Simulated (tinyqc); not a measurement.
Worked calculation: lattice vibrations of a chain. One step of it, computed by the program tinyqc.

Problem. Dynamical matrix at q = 0.1. q is in units of 2 pi/a. A spring k from atom i to atom j, n cells on, adds k to Phi_ii and Phi_jj, -k exp(2 pi i q n) to Phi_ij and the conjugate to Phi_ji (for one atom a cell: 2k (1 - cos 2 pi q n)); D_ij = Phi_ij / sqrt(m_i m_j).

A chain moving along its axis:

| atom | mass (u) | spring to the next atom (eV/angstrom^2) |
|---|---|---|
| 1 | 83.900000 | 29.600000 |
| 2 | 104.900000 | 10.100000 |
| 3 | 15.600000 | 20.000000 |
| second neighbours | - | 0.400000 |

Give: D(q).

Solution.

D(q) (eV/(angstrom^2 u)), lower triangle (Hermitian):
```
               1              2      3
1          0.601
2  -0.319-0.003i          0.386
3  -0.458-0.325i  -0.258-0.006i  1.981
```
